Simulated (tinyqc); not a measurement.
# Double-gate transistor below threshold, two-dimensional Poisson equation on a small mesh: several studies

Half of a symmetric double-gate structure: row 0 is the mid-plane of the body, where the normal field vanishes. Mobile charge is neglected (subthreshold), the body is fully depleted, and potentials are counted from the intrinsic level; rows run upward to the gate, columns from source to drain.

Parameters, values chosen for the exercise; semiconductor permittivity close to that of silicon:

| symbol | value | unit | meaning |
|---|---|---|---|
| T | 300 | K | temperature |
| eps_r | 11.9 |  | relative permittivity of the semiconductor |
| eox | 22 |  | relative permittivity of the insulator |
| tb | 5 | nm | half the body thickness |
| tox | 3.9 | nm | insulator thickness |
| L | 31 | nm | channel length |
| Na | 1.2e18 | cm^-3 | acceptor density of the depleted body |
| Vbi | 0.5 | V | potential of the source |
| Vfb | -0.07 | V | gate offset |
| Vg | 0.1 | V | gate voltage |
| Vd | 0.5 | V | drain voltage |

Constants: q = 1.602176634e-19 C, kB = 1.380649e-23 J/K, Vt = kB T/q, eps0 = 8.8541878128e-14 F/cm where lengths are in cm. Results are converted to the units shown.

Each table varies one quantity; the others keep the values above.

## Effect of the acceptor density of the depleted body

Mesh: rows i = 0..12 in the semiconductor (step hs = tb/12, row 12 on the interface), then 8 step(s) ho = tox/8 up to the gate row 20; columns j = 0..80 (step hy = L/80). Box integration, divided by eps0: up_i = eps hy/h of the interval above row i, dn_i = that of the interval below (0 for row 0), lat_i = (sum of eps h/2 over the intervals above and below)/hy, s_i = -q Na w_i hy/eps0 with w_i the semiconductor height of the box (hs/2 for row 0 and the interface row, hs between, 0 in the insulator). Each free node obeys (up + dn + 2 lat) psi = up psi(above) + dn psi(below) + lat [psi(left) + psi(right)] + s. Fixed values: gate row Vg - Vfb; column 0 at Vbi and the last column at Vbi + Vd in the semiconductor, each running linearly to Vg - Vfb across the insulator. The system is solved directly. On row 0 the minimum of psi and its place come from a parabola through the three lowest nodes; barrier = Vbi - minimum, swing = Vt ln 10/(d psi/dVg), DIBL = (d psi/dVd)/(d psi/dVg) there. Lambda = pi/k with k the smallest positive root of tan(k tox) tan(k tb) = eox/eps_r.

Result of one run:
```
Na (cm^-3),L/Lambda,barrier (V),place y/L,swing (mV/decade),DIBL (mV/V)
0,2.068,0.2778,0.4281,66.94,35.15
```

What becomes of these results when the acceptor density of the depleted body Na is changed from 0 to 2e18 cm^-3, all else the same?

Result of the changed run:
```
Na (cm^-3),L/Lambda,barrier (V),place y/L,swing (mV/decade),DIBL (mV/V)
2e18,2.068,0.3421,0.4350,66.79,36.70
```

The whole series:
```
Na (cm^-3),L/Lambda,barrier (V),place y/L,swing (mV/decade),DIBL (mV/V)
0,2.068,0.2778,0.4281,66.94,35.15
5e17,2.068,0.2939,0.4299,66.90,35.57
1e18,2.068,0.3099,0.4317,66.86,35.96
2e18,2.068,0.3421,0.4350,66.79,36.70
3e18,2.068,0.3742,0.4379,66.73,37.38
5e18,2.068,0.4386,0.4431,66.63,38.60
```

As Na goes from 0 to 5e18 cm^-3, the barrier rises from 0.278 to 0.439 V, the swing stays near 66.8 mV a decade and DIBL rises from 35.2 to 38.6 mV/V; the ideal swing is 59.5. The barrier top moves from y/L = 0.428 to 0.443, towards the middle.

## Refining the mesh

The mesh has 2 c steps in the semiconductor (rows from 0 up to the interface), c steps in the insulator and 8 c along the channel, each uniform. The system is solved directly; psi is read on row 0 at mid-channel.

Refining the mesh:
```
c,unknowns,psi at mid-channel (V),d psi/dVg
1,21,0.20254,0.87784
2,90,0.19225,0.89487
3,207,0.19036,0.89798
4,372,0.18970,0.89906
6,846,0.18924,0.89984
8,1512,0.18907,0.90011
12,3420,0.18895,0.90030
```

What does the table show?

psi at mid-channel goes from 0.2025 V on the coarsest mesh to 0.1890 V on the finest, a difference of 14 mV. d psi/dVg changes by 0.017 from c = 1 to 2, by 0.0042 from 2 to 4 and by 0.0010 from 4 to 8, a ratio of 4.0 between the last two, near the 4 of a second-order scheme.

## Effect of half the body thickness

Same model as above.

Effect of half the body thickness:
```
tb (nm),L/Lambda,barrier (V),place y/L,swing (mV/decade),DIBL (mV/V)
2,3.046,0.3316,0.4526,60.75,5.913
2.6,2.812,0.3311,0.4489,61.42,9.201
3.5,2.496,0.3281,0.4430,62.91,16.51
4.6,2.170,0.3203,0.4353,65.61,29.91
6.1,1.824,0.3031,0.4243,70.99,56.97
8,1.505,0.2745,0.4100,80.85,106.7
```

What does the table show?

As tb goes from 2 to 8 nm, the barrier falls from 0.332 to 0.274 V, the swing rises from 60.7 to 80.9 mV a decade and DIBL rises from 5.91 to 107 mV/V; the ideal swing is 59.5. L/Lambda goes from 3.0 to 1.5. At tb = 2 nm the body is under 5 nm thick, where quantum confinement matters.

Numbers from tinyqc (`OMP_NUM_THREADS=1 python tinyqc.py 2480078 2480079 out.jsonl`; about 0.09 s on one thread of a shared Intel Xeon 2.30GHz).
